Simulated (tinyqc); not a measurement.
Solid solubility of a dopant against its melt (retrograde solidus), clustering and the electrically active fraction: one step, computed by the program tinyqc. Command: `OMP_NUM_THREADS=1 python tinyqc.py 3014941 3014942 out.jsonl retro walk`. One thread of a shared host (Intel(R) Xeon(R) Processor @ 2.30GHz), about 0.01 s of CPU time with the checks.

Problem. Active fraction after the anneal. A highly soluble donor (another dopant than that of the solidus) is limited by clustering. Donors N_a are active, and clusters hold m atoms each: N_t = N_a + m C, m C = N* (N_a/N*)^m, with N*(T) = N*(1273 K) exp[-(E_b/k_B)(1/T - 1/1273)]. Resistivity = 1/(e mu N_a).

Inputs (values chosen for the exercise, of the order of those of gallium in silicon for the solubility): total dopant density N_t = 3.2e+20 1/cm^3; atoms per cluster m = 2; cluster scale N* at 1273 K = 1.8e+20 1/cm^3; activation energy E_b of the cluster scale = 0.29 eV; anneal temperature T_a = 1300 K; mobility mu = 55 cm^2/(V s).

Clustering: clusters of m atoms, electrons left out.

Constants: k_B = 8.617333262e-05 eV/K; e = 1.602176634e-19 C.

Give: N*(T_a); active density N_a; active fraction; resistivity.

Solution.

N*(T_a) = 1.902e+20 1/cm^3

active density N_a = 1.693e+20 1/cm^3

active fraction = 0.5290

resistivity = 0.6703 milliohm cm

Doubling the dose would raise N_a by only 57 %. Caution: this clustering law is a generic form; degeneracy and a doping-dependent mobility are left out.
